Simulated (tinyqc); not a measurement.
Changing the growth rate: equilibrium and kinetic segregation of a solute to boundaries and growing surfaces. Computed by tinyqc, a small Python program. Command: `OMP_NUM_THREADS=1 python tinyqc.py 3031410 3031411 out.jsonl segreg sweep`. One thread of a shared host (Intel(R) Xeon(R) Processor @ 2.30GHz), about 0.01 s of CPU time with the checks.

Inputs (values chosen for the exercise): exchange barrier E_b = 1.79 eV; surface segregation energy E_s = 0.15 eV; growth temperature T_g = 800 K.

Constants: k_B = 8.617333262e-05 eV/K.

Method. Two-state exchange during growth, dilute: jump up r_u = nu exp(-E_b/(k_B T_g)), jump back r_d = r_u exp(-E_s/(k_B T_g)), nu = 1e13 1/s. In the time 1/R of one monolayer the share carried up is p = [r_u/(r_u + r_d)] [1 - exp(-(r_u + r_d)/R)]; the tail decays as p^n, length -1/ln p monolayers; the equilibrium limit has p = r_u/(r_u + r_d).

One run for each value:
```
growth rate (monolayers/s)  decay length (monolayers)  share carried up p  r_u (1/s)
1.8                                            9.3007             0.89806     52.905
4.1                                            9.3006             0.89806     52.905
9.6                                            9.1171             0.89612     52.905
23                                             5.3230             0.82873     52.905
53                                             1.9740             0.60254     52.905
120                                            0.9484             0.34839     52.905
290                                            0.5552             0.16509     52.905
680                                            0.3851             0.07453     52.905
1600                                           0.2917             0.03246     52.905
```

Describe and explain the trends.

Over the rows, decay length (monolayers) falls from 9.30 to 0.292; share carried up p falls from 0.898 to 0.0325; r_u (1/s) does not change. The length keeps its equilibrium value only while exp(-r_u/R) is small against r_d/r_u; most solute is buried before it can jump once R is well above r_u.
